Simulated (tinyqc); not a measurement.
Inside a calculation. Model: Born-von Karman spring model of a cubic crystal with one atom per cell. Computed by tinyqc, a small Python program that keeps every step. Command: `OMP_NUM_THREADS=1 python tinyqc.py 3029086 3029087 out.jsonl springs walk`. One thread of a shared host (Intel(R) Xeon(R) Processor @ 2.30GHz), about 0.1 s of CPU time with the checks. Intermediate numbers are printed to about 6 digits and carried at full precision; extremes and crossings named in words are read from the listed rows.

First neighbours lie at a (1,0,0) (6 of them), second at a (1,1,0) (12), with all permutations and signs; the volume per atom is Omega = a^3.

Inputs (values chosen for the exercise, for a model crystal):

| quantity | value | unit |
|---|---|---|
| lattice constant a | 4.85 | angstrom |
| atomic mass M | 80.1 | u |
| radial spring k1L | 0.516 | eV/angstrom^2 |
| transverse spring k1T | 0 | eV/angstrom^2 |
| radial spring k2L | 0.25 | eV/angstrom^2 |
| transverse spring k2T | 0 | eV/angstrom^2 |
| mesh divisions n | 6 | - |
| temperature T | 150 | K |

Lattice: sc.

wave vector q (2 pi/a): 0.39  0.22  0

Constants: nu for 1 eV/(angstrom^2 u) = 15.6333042 THz; 1 eV/angstrom^3 = 160.2176634 GPa; u = 1.6605390666e-27 kg; h x 1 THz = 4.135667696 meV; k_B = 8.617333262e-05 eV/K; hbar^2/u = 4.18015928e-03 eV angstrom^2; hbar = 1.054571817e-34 J s; k_B = 1.380649e-23 J/K.

## Dynamical matrix at q

A neighbour at R with unit vector n couples by the matrix K(R) = kL n n^T + kT (1 - n n^T), and D(q) = (1/M) sum_R K(R) [1 - cos(q.R)].

D(q) (eV/(angstrom^2 u)):
```
           x          y          z
x  0.0410064  0.0039084  0.0000000
y  0.0039084  0.0226857  0.0000000
z  0.0000000  0.0000000  0.0161244
```

## Frequencies and polarisations

Diagonalise D. An eigenvalue lambda of D in eV/(angstrom^2 u) gives nu = 15.6333042 THz x sqrt(lambda). Eigenvectors are columns, with the largest component positive; the longitudinal weight is (e.q)^2/q^2.

eigenvalues (eV/(angstrom^2 u)): 0.0161244  0.0218867  0.0418054

frequencies (THz): 1.98515  2.31282  3.19644

polarisation vectors:
```
    mode 1    mode 2   mode 3
x  0.00000  -0.20028  0.97974
y  0.00000   0.97974  0.20028
z  1.00000   0.00000  0.00000
```

longitudinal weights: 0.000000  0.094205  0.905795

Mode 3 is the most longitudinal, with weight 0.91.

## Elastic constants from long waves

[ij,kl] = (1/(2 Omega)) sum_R K_ij R_k R_l; C11 = [xx,xx], C44 = [xx,yy], C12 = 2 [xy,xy] - C44; B = (C11 + 2 C12)/3; Zener ratio A = 2 C44/(C11 - C12). K(R) = kL n n^T + kT (1 - n n^T).

C11 = 33.5631 GPa

C12 = 8.25864 GPa

C44 = 8.25864 GPa

bulk modulus B = 16.6935 GPa

Zener ratio A = 0.652742

C12 - C44 = 0.00 GPa: the Cauchy relation C12 = C44 holds, as it must when sum_R kT R^2 = 0.

## Sound velocities

rho = M/Omega and v = sqrt(C/rho), with C = C11, C44, C44 along [100]; (C11 + C12 + 2 C44)/2, C44, (C11 - C12)/2 along [110]; (C11 + 2 C12 + 4 C44)/3 and twice (C11 - C12 + C44)/3 along [111].

density rho = 1165.89 kg/m^3

Velocities (m/s):

| direction | longitudinal | transverse 1 | transverse 2 |
|---|---|---|---|
| [100] | 5365.41 | 2661.50 | 2661.50 |
| [110] | 5001.92 | 2661.50 | 3294.24 |
| [111] | 4874.73 | 3097.72 | 3097.72 |

Along [110] the two transverse waves differ by a factor sqrt(2 C44/(C11 - C12)) = 0.808.

## Frequencies at the zone boundary

The formulas are those given above.

Frequencies (THz) at points given in 2 pi/a:

| point | nu 1 | nu 2 | nu 3 |
|---|---|---|---|
| X (0.5, 0, 0) | 1.74677 | 1.74677 | 3.52137 |
| M (0.5, 0.5, 0) | 2.47030 | 3.05759 | 3.05759 |
| R (0.5, 0.5, 0.5) | 2.50951 | 2.50951 | 2.50951 |

## Highest frequency at X

Take the highest frequency at X = (0.5, 0, 0) (2 pi/a).

highest frequency at X = 3.52137 THz

## Dispersion against the sound-wave line

The last column divides the top branch by the straight line with its slope at G. End points in 2 pi/a: X = (0.5, 0, 0), M = (0.5, 0.5, 0).

Frequencies (THz) along two lines:

| line | fraction of the way | nu 1 | nu 2 | nu 3 | nu 3 / linear |
|---|---|---|---|---|---|
| G-X | 0.10 | 0.27325 | 0.27325 | 0.55086 | 0.995893 |
| G-X | 0.25 | 0.66846 | 0.66846 | 1.34757 | 0.974495 |
| G-X | 0.40 | 1.02672 | 1.02672 | 2.06981 | 0.935489 |
| G-X | 0.55 | 1.32825 | 1.32825 | 2.67767 | 0.880163 |
| G-X | 0.70 | 1.55638 | 1.55638 | 3.13756 | 0.810332 |
| G-X | 0.85 | 1.69850 | 1.69850 | 3.42407 | 0.728270 |
| G-X | 1.00 | 1.74677 | 1.74677 | 3.52137 | 0.636620 |
| G-M | 0.10 | 0.38644 | 0.47831 | 0.72121 | 0.988969 |
| G-M | 0.25 | 0.94534 | 1.17009 | 1.70138 | 0.933216 |
| G-M | 0.40 | 1.45201 | 1.79720 | 2.44740 | 0.839007 |
| G-M | 0.55 | 1.87843 | 2.32501 | 2.89520 | 0.721832 |
| G-M | 0.70 | 2.20105 | 2.72433 | 3.06904 | 0.601208 |
| G-M | 0.85 | 2.40204 | 2.97311 | 3.07705 | 0.496405 |
| G-M | 1.00 | 2.47030 | 3.05759 | 3.05759 | 0.419275 |

Along G-X the top branch ends at 64 % of its linear extrapolation, which is the 2/pi of a pure sine: planes normal to this line couple to their next planes alone. Along G-M the top branch ends at 42 % of its linear extrapolation. A Debye model keeps the straight line throughout.

## Thermal sums on a mesh

Mesh: q = sum_i (m_i + 1/2)/n b_i, m_i = 0..n-1, with b = [[1.0, 0.0, 0.0], [0.0, 1.0, 0.0], [0.0, 0.0, 1.0]] in 2 pi/a; sums are averages over the n^3 points, per atom. With x = h nu/(k_B T) and n = 1/(exp(x) - 1) for each mode: F = k_B T [x/2 + ln(1 - exp(-x))], U = k_B T x (n + 1/2), S/k_B = x n - ln(1 - exp(-x)), C/k_B = x^2 n (n + 1). <u_x^2> = (1/3) sum over modes of hbar^2/(2 M h nu) coth(x/2); zero-point energy = sum h nu/2. <u_x^2> converges slowly with the mesh, from below, with an error of order 1/n.

free energy F = -10.2281 meV/atom

energy U = 40.8037 meV/atom

entropy S = 3.94799 k_B/atom

heat capacity C = 2.84713 k_B/atom

<u_x^2> = 0.00909667 angstrom^2

zero-point energy = 15.0175 meV/atom

C is 95 % of the classical 3 k_B, and the zero-point energy is 37 % of U.

## Debye temperature from the elastic constants

Christoffel matrix G_xx = C11 n_x^2 + C44 (1 - n_x^2), G_xy = (C12 + C44) n_x n_y, with eigenvalues rho v^2; v_m^-3 is the mean of v^-3 over three branches and all directions (12 Gauss-Legendre points in cos(theta) times 24 angles phi = (j + 1/2) pi/12); q_D = (6 pi^2/Omega)^(1/3); Theta = hbar v_m q_D/k_B.

mean velocity v_m = 3207.87 m/s

Debye wave number q_D = 0.803665 1/angstrom

elastic Debye temperature = 196.918 K

## Full spectrum, Debye and Einstein heat capacities

Mesh: q = sum_i (m_i + 1/2)/n b_i, m_i = 0..n-1, with b = [[1.0, 0.0, 0.0], [0.0, 1.0, 0.0], [0.0, 0.0, 1.0]] in 2 pi/a; sums are averages over the n^3 points (here n = 14), per atom. Debye: C = 9 k_B (T/Theta)^3 int_0^(Theta/T) x^4 e^x/(e^x - 1)^2 dx with the elastic Theta. Einstein: three modes at the root-mean-square frequency. The last column is the Theta that makes the Debye formula give the full C at that T.

root-mean-square frequency = 2.48998 THz

Heat capacity (k_B/atom):

| T (K) | full spectrum | Debye | Einstein | Theta from C (K) |
|---|---|---|---|---|
| 24 | 0.67150 | 0.38863 | 0.51880 | 156.395 |
| 35 | 1.32681 | 0.90155 | 1.23019 | 154.854 |
| 49 | 1.91255 | 1.50081 | 1.86909 | 154.450 |
| 69 | 2.36560 | 2.06135 | 2.35049 | 154.327 |
| 98 | 2.65876 | 2.47195 | 2.65436 | 154.290 |
| 150 | 2.84713 | 2.75659 | 2.84624 | 154.279 |
| 200 | 2.91261 | 2.85948 | 2.91232 | 154.276 |
| 300 | 2.96070 | 2.93635 | 2.96065 | 154.275 |

The apparent Theta runs from 154 to 156 K against the elastic 197 K; at high T it tends to sqrt(5/3) h nu_rms/k_B = 154 K. At the lowest T the Debye value is 0.58 and the Einstein value 0.77 times the full one; dispersion bends the branches below the sound lines, so the real spectrum has more low modes than Debye assumes. At the highest T Debye misses by 0.82 % and Einstein by 0.0020 %.

Checks made by the program: slopes of the dispersion along [110] against the sound velocities (relative difference 5e-08); F = U - T S (relative difference below 1e-10).
